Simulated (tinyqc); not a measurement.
# Changing the saturation temperature T

Model: liquidus of a compound AB in a simple-solution melt, liquid-phase epitaxy and vapour pressures. Computed by tinyqc, a small Python program. Command: `OMP_NUM_THREADS=1 python tinyqc.py 3031437 3031438 out.jsonl liq35 sweep`. One thread of a shared host (Intel(R) Xeon(R) Processor @ 2.30GHz), about 0.03 s of CPU time with the checks.

x is the atom fraction of B in the melt. The melt is a simple solution: R T ln gamma_B = W (1 - x)^2, R T ln gamma_A = W x^2, W = a + b T. The solid AB is stoichiometric.

Inputs (values chosen for the exercise, for a model compound):

| quantity | value | unit |
|---|---|---|
| melting point T_F | 943.5 | K |
| entropy of fusion S_F | 73.8 | J/(mol K) |
| interaction a | 17.7 | kJ/mol |
| interaction slope b | -26.5 | J/(mol K) |
| step dT | 5.1 | K |
| cooling rate c | 1.3 | K/min |
| growth time t | 9.5 | min |
| diffusivity in the melt D | 5.6e-05 | cm^2/s |
| molar volume of the melt V_L | 12.1 | cm^3/mol |
| lattice constant a0 | 6.096 | angstrom |
| melt depth w | 4 | mm |
| heat of evaporation of A | 237 | kJ/mol |
| entropy of evaporation of A | 105 | J/(mol K) |
| heat of evaporation of B as (1/2) B2 | 102 | kJ/mol |
| entropy of evaporation of B as (1/2) B2 | 63.6 | J/(mol K) |

Growth programme: supercooling (step, then ramp).

Constants: R = 8.314462618 J/(mol K); N_A = 6.02214076e+23 1/mol; k_B = 8.617333262e-05 eV/K.

Method:
- Liquidus (Vieland): f(x) = R T ln[4 x (1 - x)] + 2 W (1/2 - x)^2 + S_F (T_F - T) = 0.
- Newton steps with f' = (1 - 2x)[R T/(x (1 - x)) - 2 W], from the dilute estimate x = (1/4) exp[-(S_F (T_F - T) + W/2)/(R T)]; stop below 1e-13; f under 1e-6 shown as 0.
- dx/dT = -(df/dT)/f', df/dT = R ln[4 x (1 - x)] + 2 b (1/2 - x)^2 - S_F, f' = (1 - 2x)[R T/(x (1 - x)) - 2 W]. Concentrations: C_L = x N_A/V_L in the melt, C_S = 4/a0^3 in the solid; m = dT/dC_L.
- Semi-infinite melt (Hsieh): step d = 2 dT sqrt(D t/pi)/(C_S m); ramp d = (4/3) c sqrt(D/pi) t^(3/2)/(C_S m); supercooling is their sum. A melt of depth w can give at most w (undercooling)/(C_S m).
- Over the A-rich liquidus: p_A = gamma_A (1 - x) exp(S_A/R - H_A/(R T)), p_B2 = [gamma_B x exp(S_B/R - H_B/(R T))]^2, in bar. Free evaporation is congruent while the A flux over this liquidus is at least the B flux; with A and B2 taken as equal in mass for the estimate, T_c solves p_A = 2 p_B2.

One run for each value:

| saturation temperature T (K) | solubility x | thickness d (micrometre) | apparent heat of solution k_B T^2 d ln x/dT (eV) | log10 p_A | log10 p_B2 |
|---|---|---|---|---|---|
| 519 | 1.1131e-04 | 2.9560e-01 | 0.81361 | -18.368 | -21.000 |
| 564 | 4.7538e-04 | 1.0696e+00 | 0.81406 | -16.465 | -18.385 |
| 609 | 1.6399e-03 | 3.1681e+00 | 0.81495 | -14.844 | -16.156 |
| 653 | 4.6725e-03 | 7.8621e+00 | 0.81607 | -13.475 | -14.272 |
| 698 | 1.1905e-02 | 1.7538e+01 | 0.81630 | -12.256 | -12.587 |
| 743 | 2.7051e-02 | 3.5023e+01 | 0.81294 | -11.189 | -11.098 |
| 788 | 5.5642e-02 | 6.3253e+01 | 0.80285 | -10.251 | -9.764 |
| 833 | 1.0480e-01 | 1.0474e+02 | 0.78878 | -9.428 | -8.547 |
| 877 | 1.8180e-01 | 1.6537e+02 | 0.79572 | -8.729 | -7.429 |

Over the rows, solubility x rises from 1.11e-4 to 0.182 (exponent d ln y / d ln x 17 between the first rows and 11 between the last); thickness d (micrometre) rises from 0.296 to 165 (exponent d ln y / d ln x 15 between the first rows and 8.9 between the last); apparent heat of solution k_B T^2 d ln x/dT (eV) lies between 0.789 and 0.816 without a single trend. At fixed undercooling the thickness follows dx/dT, so hot melts grow fast and thin layers need cool ones.

Caution (all rows): over so large an undercooling the liquidus slope is not constant.

Extremes, crossings and ranges named in words are read from the listed rows.
